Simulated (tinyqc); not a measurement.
## Trap density from two Hall measurements

Inverse problem. p-type body, charge-sheet picture, full ionisation (an idealisation for deep acceptors), Boltzmann statistics for free electrons. e = Ec - EF at the surface. psi = Eg - Vt ln(Nv/Na) - e; N_dep = sqrt(2 eps0 eps_r Na (psi - Vt)/q); n_f = sqrt(N_dep^2 + 2 eps0 eps_r Vt Nc exp(-e/Vt)/q) - N_dep; Vg = Vfb + psi + q (N_dep + n_t + n_f)/Cox, Cox = eps0 eox/tox. Find e and n_t at both points and the mean trap density between them.

Values chosen for this exercise; band and dielectric values close to those of gallium nitride: temperature T = 300 K; band gap Eg = 3.42 eV; relative permittivity eps_r = 9.66; conduction-band density of states at T Nc = 2.27e18 cm^-3; valence-band density of states at T Nv = 4.53e19 cm^-3; relative permittivity of the insulator eox = 3.9; insulator thickness tox = 71 nm; acceptor density Na = 1.8e17 cm^-3; flat-band voltage without trapped charge Vfb = -2.63 V.

Constants: q = 1.602176634e-19 C, kB = 1.380649e-23 J/K, Vt = kB T/q, eps0 = 8.8541878128e-14 F/cm where lengths are in cm. Results are converted to the units shown.

Vg (V): [9.3596846, 10.386019]
free sheet density from the Hall effect (cm^-2): [5.0755156e8, 2.8821863e10]

Answer. Each n_f fixes e; what the gate voltage holds beyond psi, N_dep and n_f is trapped; the difference quotient is the density, smeared over a few Vt.

e (eV): [0.1430, 0.03800]
n_t (cm^-2): [2.436e11, 4.540e11]
mean trap density = 2.004e12 cm^-2 eV^-1

tinyqc, about 0.02 s, one thread, Intel Xeon 2.30GHz (shared host): `OMP_NUM_THREADS=1 python tinyqc.py 2222170 2222171 out.jsonl`
